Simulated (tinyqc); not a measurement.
Ion implantation: universal nuclear stopping, Lindhard-Scharff electronic stopping and a Gaussian range profile. From energy lost to nuclei nu back to ion energy E. Computed by tinyqc, a small Python program. Command: `OMP_NUM_THREADS=1 python tinyqc.py 3011940 3011941 out.jsonl implant inv`. One thread of a shared host (Intel(R) Xeon(R) Processor @ 2.30GHz), about 0.2 s of CPU time with the checks.

An ion slows by elastic collisions with screened nuclei and by friction with electrons; channelling is ignored and the target is uniform.

Inputs (values chosen for the exercise, modelled on oxygen ions in silicon): ion atomic number Z1 = 8; ion mass M1 = 16 u; target atomic number Z2 = 14; target mass M2 = 28.09 u; target density N = 49.94 1/nm^3; scale factor of electronic stopping k = 1.1.

Method:
- Reduced energy eps = 32.53 M2 E/(Z1 Z2 (M1 + M2)(Z1^0.23 + Z2^0.23)), E in keV; s_n = ln(1 + 1.1383 eps)/(2 (eps + 0.01321 eps^0.21226 + 0.19593 eps^0.5)) for eps up to 30 and ln(eps)/(2 eps) above; S_n = 8.462 Z1 Z2 M1 s_n/((M1 + M2)(Z1^0.23 + Z2^0.23)) in 1e-15 eV cm^2.
- S_e = k 3.83 Z1^(7/6) Z2/(Z1^(2/3) + Z2^(2/3))^(3/2) sqrt(E/M1) in 1e-15 eV cm^2, E in keV.
- Path length R = int_0^E dE'/(N (S_n + S_e)); energy lost to nuclei nu = int_0^E S_n/(S_n + S_e) dE' (both with E' = E y^3 and 64 Gauss-Legendre points in y).
- Estimates of Lindhard type: R_p = R/(1 + M2/(3 M1)), straggle dR_p = (2/3) R_p sqrt(M1 M2)/(M1 + M2).

Task: A run gave the result below. Find the ion energy E, known to lie between 6.8 and 15 keV.

energy lost to nuclei nu = 9.029201 keV

Result:

Each step takes the trial c = (a f_b - b f_a)/(f_b - f_a), f being the result less the target and a, b, c the logarithms of the listed values; c replaces end b, the old b replaces a if the sign of f changed, and otherwise f_a is halved.

Scan of the range:
```
ion energy E (keV)  energy lost to nuclei nu (keV)
6.80                                        5.3051
7.76                                        5.9819
8.85                                        6.7340
10.10                                       7.5763
11.50                                       8.4956
13.10                                       9.5170
15.00                                      10.6922
```

False position (Illinois rule, in the logarithm of the input) inside the bracket:
```
step    end a    end b    trial  energy lost to nuclei nu (keV)
1     11.5000  13.1000  12.3099                         9.01636
2     13.1000  12.3099  12.3295                         9.02890
3     13.1000  12.3295  12.3304                         9.02948
4     12.3295  12.3304  12.3300                         9.02920
```

Energy lost to nuclei nu rises at every point of a 13-point scan of the range (every second point is shown), so one value fits; it is bracketed by 11.5 and 13.1. Answer: ion energy E = 12.33 keV.
